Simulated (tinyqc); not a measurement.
Changing the free density at the anode, in units of N_c: space-charge-limited current through a thin insulating or semi-insulating film with traps. Computed by tinyqc, a small Python program. Command: `OMP_NUM_THREADS=1 python tinyqc.py 3012479 3012480 out.jsonl sclc sweep`. One thread of a shared host (Intel(R) Xeon(R) Processor @ 2.30GHz), about 0.01 s of CPU time with the checks.

One ohmic injecting contact at x = 0 (field zero), drift only, non-degenerate free carriers.

Inputs (values chosen for the exercise, modelled on semi-insulating GaN):

| quantity | value | unit |
|---|---|---|
| permittivity eps | 9.7 | - |
| band mobility mu | 310 | cm^2/(V s) |
| effective density of states N_c | 2.1e+18 | 1/cm^3 |
| trap density N_t | 3e+18 | 1/cm^3 |
| equilibrium Fermi level below the band edge, E_0 | 0.61 | eV |
| thickness d | 51 | nm |
| temperature T | 300 | K |
| characteristic temperature T_c | 700 | K |

Traps: exponential tail.

Constants: k_B = 8.617333262e-05 eV/K; e = 1.602176634e-19 C; eps_0 = 8.8541878128e-12 F/m.

Method:
- Free density n_0 = N_c exp(-E_0/k_B T) in equilibrium; trapped density n_t(n) = N_t (n/N_c)^(T/T_c) (the low-temperature form).
- theta = n/(n + n_t) at the anode density; trap-filled-limit voltage V_TFL = e (N_t - n_t(n_0)) d^2/(2 eps eps_0).
- J = e mu n F and (eps eps_0/e) dF/dx = n - n_0 + n_t(n) - n_t(n_0) = rho(n). With F = J/(e mu n): d = (eps eps_0 J/(e^2 mu)) I_1 and V = (eps eps_0 J^2/(e^3 mu^2)) I_2, I_k = int_(n_L)^infinity dn/(n^(k+1) rho(n)), n_L the density at the anode; with u = n_L/n, 200 Gauss-Legendre points in t, u = 1 - (1 - t)^2.
- Anode field J/(e mu n_L); Mott-Gurney current (9/8) eps eps_0 mu V^2/d^3; ohmic current e n_0 mu V/d.

One run for each value:

| free density at the anode, in units of N_c | voltage V (V) | current density J (A/cm^2) | anode field over mean field V/d | theta |
|---|---|---|---|---|
| 1.00e-10 | 2.5662e-04 | 7.8035e-07 | 1.4869 | 1.3515e-06 |
| 7.70e-10 | 1.1691e-03 | 3.0280e-05 | 1.6447 | 4.3389e-06 |
| 6.00e-09 | 3.3184e-03 | 6.8403e-04 | 1.6798 | 1.4025e-05 |
| 4.60e-08 | 8.4273e-03 | 1.3414e-02 | 1.6919 | 4.4913e-05 |
| 3.60e-07 | 2.0844e-02 | 2.6037e-01 | 1.6967 | 1.4552e-04 |
| 2.80e-06 | 5.0724e-02 | 4.9331e+00 | 1.6984 | 4.6972e-04 |
| 2.20e-05 | 1.2346e-01 | 9.4352e+01 | 1.6985 | 1.5239e-03 |
| 1.70e-04 | 2.9905e-01 | 1.7643e+03 | 1.6969 | 4.8859e-03 |
| 1.30e-03 | 7.3070e-01 | 3.2853e+04 | 1.6911 | 1.5458e-02 |
| 1.00e-02 | 1.8645e+00 | 6.3878e+05 | 1.6752 | 4.7962e-02 |

What does the table show?

Over the rows, voltage V (V) rises from 2.57e-4 to 1.86 (exponent d ln y / d ln x 0.74 between the first rows and 0.46 between the last); current density J (A/cm^2) rises from 7.80e-7 to 639000 (exponent d ln y / d ln x 1.8 between the first rows and 1.5 between the last); anode field over mean field V/d goes from 1.49 through a maximum among these rows, 1.70 at 2.20e-5, to 1.68.

Caution (rows 1.00e-10, 7.70e-10, 6.00e-9, 4.60e-8, 3.60e-7, 2.80e-6, 2.20e-5): V is below 10 k_B T/e, where diffusion from the contact, left out here, dominates. Caution (rows 1.70e-4, 0.00130, 0.0100): mu V/d exceeds 1e7 cm/s, so velocity saturation would limit the current. Caution (rows 0.0100): J V exceeds 1e5 W/cm^2, where self-heating, left out here, would matter.

Extremes, crossings and ranges named in words are read from the listed rows.
